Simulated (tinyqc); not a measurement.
What moves the results: inversion layer as a triangular well, valleys of the Si type. A value that a table varies takes the place of the one given here.

Six ellipsoidal valleys with their long axes along the cube axes, mass ml along the axis and mt across it. For a valley whose axis makes the angle theta with the surface normal, 1/m_z = cos^2(theta)/ml + sin^2(theta)/mt sets the confinement; in the plane the masses are m_1 = mt and m_2 = ml mt/m_z, and m_d = sqrt(m_1 m_2).

The field is taken as constant, e F = 4 pi (e^2/4 pi eps0)(Nd + eta Ns)/eps, with 1e12/cm^2 = 1e-4/angstrom^2, and the oxide as a hard wall at z = 0; c = hbar^2/2m0.

Level j of a valley lies at E_j = a_j (c (e F)^2/m_z)^(1/3) above the band edge at the surface, with the Airy zeros a_j = 2.338107, 4.087949, 5.520560, 6.786708, 7.944134, 9.022651, 10.040174, 11.008524, 11.936016, 12.828777, and has <z> = 2 E_j/(3 e F).

Subband i holds n_i = g m_d/(2 pi c) kB T ln(1 + exp((EF - E_i)/kB T)) (spin included), and EF is fixed by sum n_i = Ns over the levels listed or, where none are listed, over j = 0 to 9 of each group; 1e12/cm^2 = 1e-4/angstrom^2.

Constants: hbar^2/2m0 = 3.80998211 eV angstrom^2; e^2/(4 pi eps0) = 14.39964547 eV angstrom; kB = 8.617333262e-05 eV/K.

Inputs chosen for the exercise (near those of Si; shifted at random, so the results belong to these values and not to a real crystal):
```
symbol  value                                unit         meaning
ml      0.921                                m0           longitudinal mass
mt      0.19                                 m0           transverse mass
eps     11.5                                              dielectric constant
Nd      0.42                                 x 1e12/cm^2  depletion charge
eta     0.5                                               share of Ns in the effective field
face    100                                               surface
T       300                                  K            temperature
Nss     (0.8, 1.5, 2.5, 4, 6, 9, 13)         x 1e12/cm^2  sheet densities
Ns      4.8                                  x 1e12/cm^2  electron sheet density
Xu      9.6                                  eV           uniaxial deformation potential
nu2     0.78                                              2 C12/C11
es      (-0.4, -0.2, 0, 0.2, 0.4, 0.8, 1.2)  %            biaxial strain in the plane
Vox     1.84                                 eV           barrier of an HfO2-like oxide
mox     0.22                                 m0           mass in the oxide
```

## Raising the sheet density

Valleys (masses in m0):
```
valleys g  cos^2(theta)      m_z      m_1      m_2      m_d
2               1.00000  0.92100  0.19000  0.19000  0.19000
4               0.00000  0.19000  0.19000  0.92100  0.41832
```

The field, the ladders and EF anew for each Ns.

Results:
```
Ns (1e12/cm^2)  F (MV/cm)  lowest E (eV)  next - lowest (meV)  EF - lowest (meV)  share of lowest (%)  <z> (angstrom)
0.8                 0.129         0.0445                 30.8              -69.9                 33.2            37.3
1.5                 0.184         0.0564                 39.0              -46.6                 41.7            30.3
2.5                 0.263         0.0715                 49.5              -25.9                 51.4            24.9
4.0                 0.381         0.0915                 63.4               -4.9                 61.9            20.5
6.0                 0.538         0.1153                 79.8               15.6                 71.1            17.2
9.0                 0.774         0.1469                101.7               40.0                 79.3            14.5
13.0                1.089         0.1844                127.7               67.7                 84.9            12.5
```

Levels scale as F^(2/3): the field grows by 8.44 and the lowest level by 4.15. The layer thins from 37.3 to 12.5 angstrom. EF passes the lowest edge between 4 and 6 e12/cm^2. The share of the lowest subband rises throughout: the spacing grows faster than the band fills.

## Biaxial strain

Strain e in the plane raises the four primed valleys against the two unprimed ones by D = Xu (1 + nu2) e; the field is kept. m_c averages 1/mt (unprimed) and (1/mt + 1/ml)/2 (primed) over the electrons.

Results:
```
e (%)  D (meV)  0' - 0 (meV)  unprimed share (%)  m_c (m0)  <z> (angstrom)
-0.4     -68.4           1.8                20.4    0.2778            23.9
-0.2     -34.2          36.0                44.9    0.2432            21.5
0.0        0.0          70.2                71.8    0.2140            18.9
0.2       34.2         104.4                89.4    0.1983            17.3
0.4       68.4         138.5                96.8    0.1924            16.6
0.8      136.7         206.9                99.8    0.1902            16.4
1.2      205.1         275.2               100.0    0.1900            16.4
```

Without strain confinement alone splits the ladders by 70 meV and puts 72 % of the electrons into the two valleys that are light in the plane; under the largest tension the share is 100.0 %. m_c is 0.214 m0 without strain and 0.190 m0 there; moving all electrons can gain at most 13 % in 1/m_c. The ladders cross at e = -0.41 %, beyond the table.

## Surface orientation

The same densities on four faces. m_c is the conductivity mass averaged over directions in the plane: 1/m_c = sum n_i (1/m_1 + 1/m_2)/2 / Ns.

Results:
```
face   valleys of lowest  lowest E (eV)  EF (eV)  share of lowest (%)  <z> (angstrom)  m_c (m0)
(100)                  2         0.1014   0.1053                 66.1            18.9     0.214
(110)                  4         0.1449   0.1146                 78.7            22.8     0.289
(111)                  6         0.1548   0.1164                 98.7            23.5     0.297
(211)                  2         0.1334   0.1141                 50.0            22.5     0.283
```

The lowest level is deepest on (100), where a valley axis lies closest to the normal, and the lightest conductivity mass is on (100) (0.214 m0, against 0.297 m0 on (111)). EF, counted from the band edge at the surface, is lowest on (100) and spans 11 meV.

## Four estimates of the lowest level

WKB: E = (c/m_z)^(1/3) (3 pi e F/2 x 3/4)^(2/3), <z> = 2E/(3 e F). Fang-Howard: psi = z exp(-b z/2) up to a norm, E = c b^2/(4 m_z) + 3 e F/b at its minimum b^3 = 6 e F m_z/c, <z> = 3/b. Finite barrier: flat height Vox and mass mox for z < 0, finite differences with psi and psi'/m continuous, cells of 0.05 angstrom from -15 to 300 angstrom. The last column is measured against Airy.

Lowest level:
```
method                E (eV)  <z> (angstrom)  E - Airy (meV)
Airy, hard wall       0.1014           15.23             0.0
WKB, hard wall        0.1006           15.11            -0.8
Fang-Howard           0.1073           16.13             6.0
finite oxide barrier  0.0980           14.46            -3.3
```

b = 0.1860 1/angstrom
probability in the oxide = 0.0009

WKB is off by -0.8 % and the variational function by +5.9 %, above the exact value as it must be; both ratios are independent of field and mass. The finite barrier lowers the level by 3.3 meV and brings the charge 0.8 angstrom closer; in energy that is less than the Fang-Howard error (6.0 meV).

## What each parameter does

Field, ladders and EF anew. Each row changes one parameter from the base and keeps the others.

Results:
```
case                   lowest E (eV)  EF (eV)  share of lowest (%)  <z> (angstrom)
base                          0.1014   0.1053                 66.1           18.95
Ns = 2.4 x 1e12/cm^2          0.0700   0.0424                 50.5           25.30
Nd = 0.21 x 1e12/cm^2         0.0963   0.0987                 63.3           19.78
T = 360 K                     0.1014   0.0926                 57.7           19.99
ml = 1.013 m0                 0.0982   0.1026                 66.9           18.51
mt = 0.209 m0                 0.1014   0.1008                 64.2           18.91
eps = 10.3                    0.1091   0.1153                 70.1           17.82
```

The largest shifts from the base row, up to three for each result and ties (the steps differ in size, so this ranks the rows, not the parameters). lowest E (eV): Ns -0.0313, eps +0.0077, Nd -0.0051; unchanged at the printed digits by T and mt. EF (eV): Ns -0.0629, T -0.0127, eps +0.0099. share of lowest (%): Ns -15.6, T -8.4, eps +4.0. <z> (angstrom): Ns +6.36, eps -1.13, T +1.05.

Run: tinyqc, `OMP_NUM_THREADS=1 python tinyqc.py 1282360 1282361 out.jsonl`; Intel(R) Xeon(R) Processor @ 2.30GHz, one thread, shared host; about 0.05 s of CPU time with all checks.
